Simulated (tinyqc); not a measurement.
Thermionic-field emission through a Schottky barrier, WKB: one step of the calculation.

Metal on an n-type semiconductor with one parabolic valley; V > 0 is forward bias (metal positive). Energies E are counted from the conduction edge of the neutral semiconductor, whose Fermi level lies at -xi; that of the metal lies at -xi - V. The barrier is a parabola of height Vd = phi - xi - V (depletion approximation, no image force).

Question. Current density on a coarse grid. For E < Vd, ln T(E) = -(Vd/E00) [sqrt(1 - y) - y ln((1 + sqrt(1 - y))/sqrt(y))], y = E/Vd; T(E) = 1 above. J = A* T (q/kB) int_0^infinity T(E) N(E) dE, N = ln[(1 + exp((-xi - E)/Vt))/(1 + exp((-xi - V - E)/Vt))], A* = 4 pi q me m0 kB^2/h^3 (times 1e-4 for A/(cm^2 K^2)). Simpson's rule on nE equally spaced points from 0 to Eb.

Parameters, values chosen for the exercise; band and dielectric values close to those of indium phosphide: temperature T = 350 K; electron mass me = 0.0812 m0; bias V = 0.48 V; points of the energy grid nE = 13; upper end of the energy grid Eb = 0.85 eV.

Constants: q = 1.602176634e-19 C, kB = 1.380649e-23 J/K, h = 6.62607015e-34 J s, m0 = 9.1093837015e-31 kg, Vt = kB T/q. Results are converted to the units shown.

xi = -0.36110672 eV
Vd = 0.88110672 V
E00 = 88.380855 meV

Wanted: E; T(E); N; T(E) N; J.

Answer.

```
point	E (eV)	T(E)	N	T(E) N
0	0.00000	4.6809e-5	11.954	5.5954e-4
1	0.07083	3.3172e-4	9.6225	0.0031920
2	0.14167	0.0013258	7.2762	0.0096472
3	0.21250	0.0042187	4.9344	0.020816
4	0.28333	0.011485	2.6518	0.030455
5	0.35417	0.027655	0.81480	0.022534
6	0.42500	0.060002	0.11353	0.0068118
7	0.49583	0.11860	0.011417	0.0013540
8	0.56667	0.21492	0.0010960	2.3556e-4
9	0.63750	0.35803	1.0473e-4	3.7498e-5
10	0.70833	0.54779	1.0004e-5	5.4798e-6
11	0.77917	0.76497	9.5544e-7	7.3088e-7
12	0.85000	0.95657	9.1253e-8	8.7290e-8
```

J = 2.6820e5 A/cm^2

The integrand peaks at E = 0.283 eV among these points, 0.32 of the barrier height.

Range of the model: The depletion approximation, a parabolic band and the neglect of image-force lowering make these currents estimates at high doping.

Numbers from tinyqc (`OMP_NUM_THREADS=1 python tinyqc.py 2640014 2640015 out.jsonl`; about 0.02 s on one thread of a shared Intel Xeon 2.30GHz).
